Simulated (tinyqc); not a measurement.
Conductance of a narrow metal strip with scatterers (square lattice, Green functions), step by step. Values are carried at full precision from step to step, so a last printed digit may differ when a step is redone from the rounded ones.

A strip of W sites across with hard walls, site energy 0 and hopping -t. Mode n = 1 to W has profile chi_n(j) = sqrt(2/(W + 1)) sin(n j pi/(W + 1)) and energy en = -2t cos(n pi/(W + 1)); E = en - 2t cos(kn a). With z_n = exp(i kn a) (Im k > 0 for closed modes, |z| < 1) each lead gives the self-energy -t z_n in mode n. One column carries the site energies v, here a notch at the edge (a site raised out of reach). In the mode basis V_nm = sum_j chi_n(j) v_j chi_m(j), G = (E - en + 2 t z_n - V)^-1, and t_nm = 2t sqrt(sin(kn a) sin(km a)) G_nm in size for open modes. T = sum |t_nm|^2, conductance (2e^2/h) T.

Constants: e^2/h = 3.874045865e-05 S.

Inputs chosen for the exercise (hopping and spacing of the size met in Cu or Al; the lattice is a model; the results hold for these values, not for the real material): t = 1.74 eV (hopping); a = 2.88 angstrom (spacing); W = 3 (sites across); E = -0.01 eV (Fermi energy); v = (50, 0, 0) eV (site energies in the scattering column).

## Modes at the Fermi energy

For each n: en, cos(kn a) = (en - E)/(2t), z_n and the velocity 2 t a sin(kn a) (zero if closed).

Modes:

| n | en (eV) | cos(k a) | z | dE/dk (eV angstrom) |
|---|---|---|---|---|
| 1 | -2.4607 | -0.70423 | -0.70423+0.70997i | 7.1156 |
| 2 | 0.0000 | 0.00287 | 0.00287+1.00000i | 10.0224 |
| 3 | 2.4607 | 0.70998 | 0.70998+0.70422i | 7.0580 |

3 of 3 modes are open, so the clean strip has a resistance of 4302 ohm, whatever its length.

## The scatterer in the mode basis

Form V_nm.

V (eV), lower triangle:
```
         n=1      n=2      n=3
n=1  12.5000
n=2  17.6777  25.0000
n=3  12.5000  17.6777  12.5000
```

A single site couples every mode that has amplitude on it.

## Green function and transmission

E - en + 2 t z_n = 2t (z_n - cos(kn a)). Invert, form |t_nm|^2 = (2t)^2 Im(z_n) Im(z_m) |G_nm|^2 and sum. The added resistance is 1/(2 (e^2/h) T) less the same for the clean strip.

G (1/eV):
```
                 n=1              n=2              n=3
n=1  -0.0068-0.2871i  -0.0068+0.1182i  -0.0068+0.1186i
n=2  -0.0068+0.1182i  -0.0068-0.1687i  -0.0069+0.1191i
n=3  -0.0068+0.1186i  -0.0069+0.1191i  -0.0069-0.2884i
```

|t_nm|^2, lower triangle:
```
        n=1     n=2     n=3
n=1  0.5033
n=2  0.1204  0.3453
n=3  0.0855  0.1214  0.5000
```

T = 2.0033
added resistance = 2140 ohm

Mode 2 passes least (0.587) and mode 1 most (0.709); 32.7 % of the transmitted flux changes mode.

## Checks

- Transmitted plus reflected flux against the number of open modes: both 3.00000.

(tinyqc, `OMP_NUM_THREADS=1 python tinyqc.py 1482516 1482517 out.jsonl`, Intel(R) Xeon(R) Processor @ 2.30GHz, 1 thread, shared host, about 0.01 s.)
